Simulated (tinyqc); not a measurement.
What moves the results: cylindrical quantum wire. A value that a table varies takes the place of the one given here.

A cylinder of radius R, isotropic masses, c = hbar^2/2m0, k = sqrt(mw E/c), kappa = sqrt(mb (V0 - E)/c). State (n, m) is J_m(k r) inside and K_m(kappa r) outside; psi and psi'/m are continuous: (k/mw) J_m'(kR)/J_m(kR) = (kappa/mb) K_m'(kappa R)/K_m(kappa R).

With hard walls E = c (x/R)^2/mw, x a zero of J_m: (1,0) 2.404826; (2,0) 5.520078; (1,1) 3.831706; (2,1) 7.015587; (1,2) 5.135622; (2,2) 8.417244; (1,3) 6.380162; (2,3) 9.761023.

Constants: hbar^2/2m0 = 3.80998211 eV angstrom^2.

Values chosen for the exercise (near those of a GaAs wire in AlGaAs; the results hold for these values, not for the real material): V0 = 0.211 eV (barrier height); mw = 0.0676 m0 (mass inside); mb = 0.0886 m0 (mass outside); Rs = (27, 38, 54, 77, 108, 154, 216) angstrom (radii); R = 77 angstrom (radius).

## Radius

The two lowest states against R; a dash marks an unbound state.

Levels (eV):
```
R (angstrom),"(1,0)","(1,1)","(1,0), hard walls",flat well of width 2R
27,0.1382,-,0.4471,0.0651
38,0.0952,0.2101,0.2257,0.0428
54,0.0597,0.1465,0.1118,0.0262
77,0.0350,0.0880,0.0550,0.0152
108,0.0201,0.0509,0.0279,0.0087
154,0.0109,0.0276,0.0137,0.0047
216,0.0059,0.0150,0.0070,0.0025
```

The lowest state is bound at every radius listed. (1,1) becomes bound between 27 and 38 angstrom. At the largest radius the level is 0.85 of the hard-wall value and 2.34 times that of the flat well (the hard-wall ratio is 2.34); the exponent d ln E/d ln R between the last two radii is -1.81.

## Shape and dimension

Lowest level with hard walls: film c (pi/2R)^2/mw, cylinder c (2.404826/R)^2/mw, sphere c (pi/R)^2/mw, square or cube of side a: 2 or 3 times c (pi/a)^2/mw; c = hbar^2/2m0. Finite barriers V0 with outer mass mb and psi, psi'/m continuous for film, cylinder and sphere (not separable for the square and the cube: dash).

Lowest level (eV):
```
shape,hard walls,finite barrier
"film, width 2R",0.0235,0.0152
"cylinder, radius R",0.0550,0.0350
square wire of equal area,0.0597,-
"sphere, radius R",0.0938,0.0589
cube of equal volume,0.1083,-
```

With hard walls the levels of film, cylinder and sphere stand as 1 : 2.34 : 4.00; with the finite barrier as 1 : 2.31 : 3.89. The square lies 8.6 % above the circle of equal area and the cube 15.5 % above the sphere of equal volume: round shapes give the lowest level for a given size.

## What each parameter does

The lowest level (1,0) and its distance to V0. Each row changes one parameter from the base and keeps the others.

Results:
```
case,E (eV),V0 - E (eV),k R
base,0.0350,0.1760,1.9198
R = 69 angstrom,0.0416,0.1694,1.8737
V0 = 0.253 eV,0.0363,0.2167,1.9554
mw = 0.0744 m0,0.0331,0.1779,1.9574
mb = 0.1108 m0,0.0334,0.1776,1.8739
```

The largest shifts from the base row, up to three for each result and ties (the steps differ in size, so this ranks the rows, not the parameters). E (eV): R +0.0065, mw -0.0019, mb -0.0017. V0 - E (eV): V0 +0.0407, R -0.0065, mw +0.0019. k R: R -0.0461, mb -0.0459, mw +0.0376.

tinyqc: `OMP_NUM_THREADS=1 python tinyqc.py 1282722 1282723 out.jsonl`; about 0.03 s, one thread, shared Intel(R) Xeon(R) Processor @ 2.30GHz.
